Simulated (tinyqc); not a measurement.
# Frequency dispersion of an accumulation capacitance by border traps, distributed model: what changes with what

Traps spread evenly through the insulator exchange electrons with the semiconductor by tunnelling, with tau(x) = t0 exp(2 ka x) at depth x from the interface. The admittance per area Y seen at depth x obeys dY/dx = -Y^2/(i w eps0 eox) + q Nb ln(1 + i w tau)/tau, with Y(0) = i w Cs and w = 2 pi f; the gate sees Y(tox) = G + i w C. Working variable y = Y/(i w), in uF/cm^2. Cox = eps0 eox/tox.

Inputs (values chosen for the exercise); permittivity close to that of aluminium oxide: relative permittivity of the insulator eox = 8.76; insulator thickness tox = 9.1 nm; semiconductor capacitance in accumulation Cs = 7.9 uF/cm^2; density of border traps Nb = 9e19 cm^-3 eV^-1; decay constant of the wave function in the insulator ka = 4 1/nm; time constant of a trap at the interface t0 = 3e-9 s; frequency f = 100 Hz.

Constants: q = 1.602176634e-19 C, eps0 = 8.8541878128e-14 F/cm where lengths are in cm. Results are converted to the units shown.

Each table varies one quantity; the others keep the values above.

## Capacitance and loss against frequency

Cox; trap-free value 1/(1/Cox + 1/Cs); response depth d = ln(1/(w t0))/(2 ka), where w tau = 1; lumped estimate: all traps within d act as C_bt = q Nb d placed at d/2, so C = 1/{1/[1/(1/Cs + d/(2 eps0 eox)) + C_bt] + (tox - d/2)/(eps0 eox)}. C and G from a fine integration; dispersion -d C/d log10 f over C, from f times and over 1.1. For a broad spread of time constants G/w is close to -(pi/2) dC/d ln w.

The same in every row: trap-free C (uF/cm^2) = 0.7693.

Result of one run:

| f (Hz) | d (nm) | C (uF/cm^2) | G/w (uF/cm^2) | dispersion (% a decade) | -(pi/2) dC/d ln w (uF/cm^2) | lumped C (uF/cm^2) |
|---|---|---|---|---|---|---|
| 100 | 1.648 | 0.8381 | 0.01258 | 2.200 | 0.01258 | 0.8217 |

What becomes of these results when the frequency f is changed from 100 to 10000 Hz, all else the same?

Result of the changed run:

| f (Hz) | d (nm) | C (uF/cm^2) | G/w (uF/cm^2) | dispersion (% a decade) | -(pi/2) dC/d ln w (uF/cm^2) | lumped C (uF/cm^2) |
|---|---|---|---|---|---|---|
| 10000 | 1.072 | 0.8060 | 0.009294 | 1.690 | 0.009294 | 0.7972 |

The whole series:

| f (Hz) | d (nm) | C (uF/cm^2) | G/w (uF/cm^2) | dispersion (% a decade) | -(pi/2) dC/d ln w (uF/cm^2) | lumped C (uF/cm^2) |
|---|---|---|---|---|---|---|
| 10 | 1.936 | 0.8578 | 0.01422 | 2.430 | 0.01422 | 0.8360 |
| 100 | 1.648 | 0.8381 | 0.01258 | 2.200 | 0.01258 | 0.8217 |
| 1000 | 1.360 | 0.8209 | 0.01094 | 1.954 | 0.01094 | 0.8088 |
| 10000 | 1.072 | 0.8060 | 0.009294 | 1.690 | 0.009294 | 0.7972 |
| 1e5 | 0.7842 | 0.7936 | 0.007650 | 1.413 | 0.007648 | 0.7872 |
| 1e6 | 0.4964 | 0.7836 | 0.006020 | 1.126 | 0.006021 | 0.7790 |
| 1e7 | 0.2086 | 0.7759 | 0.004361 | 0.8388 | 0.004440 | 0.7727 |

C falls from 0.8578 to 0.7759 uF/cm^2, towards the trap-free 0.7693; each decade of frequency removes ln 10/(2 ka) = 0.288 nm from the response depth. The dispersion falls from 2.43 to 0.839 % a decade and G/w falls from 0.0142 to 0.00436 uF/cm^2. G/w lies between 0.982 and 1.00 times -(pi/2) dC/d ln w, the relation for a broad spread of time constants.

## Effect of the decay constant of the wave function in the insulator

Same model as above.

The same in every row: trap-free C (uF/cm^2) = 0.7693.

Result of one run:

| ka (1/nm) | d (nm) | C (uF/cm^2) | G/w (uF/cm^2) | dispersion (% a decade) | -(pi/2) dC/d ln w (uF/cm^2) | lumped C (uF/cm^2) |
|---|---|---|---|---|---|---|
| 3.9 | 1.690 | 0.8411 | 0.01317 | 2.296 | 0.01317 | 0.8238 |

What becomes of these results when the decay constant of the wave function in the insulator ka is changed from 3.9 to 7.4 1/nm, all else the same?

Result of the changed run:

| ka (1/nm) | d (nm) | C (uF/cm^2) | G/w (uF/cm^2) | dispersion (% a decade) | -(pi/2) dC/d ln w (uF/cm^2) | lumped C (uF/cm^2) |
|---|---|---|---|---|---|---|
| 7.4 | 0.8906 | 0.7948 | 0.004238 | 0.7816 | 0.004238 | 0.7907 |

The whole series:

| ka (1/nm) | d (nm) | C (uF/cm^2) | G/w (uF/cm^2) | dispersion (% a decade) | -(pi/2) dC/d ln w (uF/cm^2) | lumped C (uF/cm^2) |
|---|---|---|---|---|---|---|
| 2.5 | 2.636 | 0.9263 | 0.03040 | 4.803 | 0.03035 | 0.8751 |
| 3.2 | 2.060 | 0.8704 | 0.01898 | 3.195 | 0.01897 | 0.8425 |
| 3.9 | 1.690 | 0.8411 | 0.01317 | 2.296 | 0.01317 | 0.8238 |
| 4.6 | 1.433 | 0.8237 | 0.009767 | 1.738 | 0.009768 | 0.8119 |
| 5.3 | 1.244 | 0.8124 | 0.007582 | 1.368 | 0.007583 | 0.8039 |
| 6 | 1.098 | 0.8047 | 0.006092 | 1.110 | 0.006092 | 0.7982 |
| 6.7 | 0.9837 | 0.7990 | 0.005027 | 0.9222 | 0.005027 | 0.7940 |
| 7.4 | 0.8906 | 0.7948 | 0.004238 | 0.7816 | 0.004238 | 0.7907 |

As ka goes from 2.5 to 7.4, C falls from 0.926 to 0.795 uF/cm^2, the dispersion falls from 4.80 to 0.782 % a decade and G/w falls from 0.0304 to 0.00424 uF/cm^2. The lumped estimate is 5.5 % below C in the first row and 0.51 % below it in the last.

tinyqc, about 0.7 s, one thread, Intel Xeon 2.30GHz (shared host): `OMP_NUM_THREADS=1 python tinyqc.py 2202144 2202145 out.jsonl`
